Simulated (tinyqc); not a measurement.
## Core-level spacing from the offsets

Question. For an overlayer B on a substrate A, dEv = (iB - iA) - (cB - vB) + (cA - vA) in binding energies, and dEc + dEv = EgB - EgA. Find dEv and the spacing iB - iA that a thin film must show.

Inputs (values chosen for the exercise):
```
symbol  value  unit                 meaning
EgA      0.75    eV  gap of the substrate A
EgB      5.21    eV  gap of the overlayer B
```

dEc = 1.9595146 eV
cA - vA = 39.220485 eV
cB - vB = 10.64 eV

Solution. The gaps give dEv, and the Kraut relation is solved for the spacing.

dEv = 2.5005 eV
iB - iA = -26.080 eV

tinyqc, about 0.01 s, one thread, Intel Xeon 2.30GHz (shared host): `OMP_NUM_THREADS=1 python tinyqc.py 2410166 2410167 out.jsonl`
